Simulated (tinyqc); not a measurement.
Capacitance measurement on a leaky thin oxide: effects of series resistance and leakage: two steps of the calculation.

The device is a capacitance C in parallel with a leakage conductance G, in series with Rs and Ls. An impedance meter reports either a parallel pair (Cp, Gp) from Y = 1/Z = Gp + i w Cp or a series pair (Cs, Rm) from Z = Rm + 1/(i w Cs); w = 2 pi f, dissipation D = Gp/(w |Cp|).

Inputs (values chosen for the exercise); values of the order met in thin-oxide MOS capacitors: relative permittivity of the gate insulator (close to silicon dioxide) eox = 3.9; insulator thickness tox = 2.7 nm; gate area A = 10000 um^2; oxide-equivalent thickness added by the accumulation layer zc = 0.57 nm; oxide-equivalent thickness added by gate depletion zp = 0 nm; gate leakage current density, not matched to the thickness Jg = 0.013 A/cm^2; voltage for an e-fold rise of the leakage Vs = 0.39 V; series resistance Rs = 94 ohm; series inductance Ls = 0 nH; measuring frequency f = 50000 Hz.

Constants: eps0 = 8.8541878128e-14 F/cm where lengths are in cm. Results are converted to the units shown.

Problem 1. True capacitance and conductance. EOT = 3.9 tox/eox; CET = EOT + zc + zp; C = 3.9 eps0 A/CET; G = Jg A/Vs.

Find: EOT; CET; C; G.

Solution 1.

EOT = 2.7000 nm
CET = 3.2700 nm
C = 105.60 pF
G = 3.3333 uS

Problem 2. What the meter reports. Z = Rs + i w Ls + 1/(G + i w C).

C = 105.60041 pF
G = 3.3333333 uS

Give: Z; Cp; Gp; Cs; D.

Solution 2.

Z = (0.3092-2.9842i) x 1e4 ohm
Cp = 105.53 pF
Gp = 3.4356 uS
Cs = 106.67 pF
D = 0.10363

Cp is 0.064 % below C and Cs is 1.0 % above it; G Rs = 3.13e-4, w C Rs = 0.00312 and G/(w C) = 0.100.

tinyqc, about 0.01 s, one thread, Intel Xeon 2.30GHz (shared host): `OMP_NUM_THREADS=1 python tinyqc.py 2022028 2022029 out.jsonl`
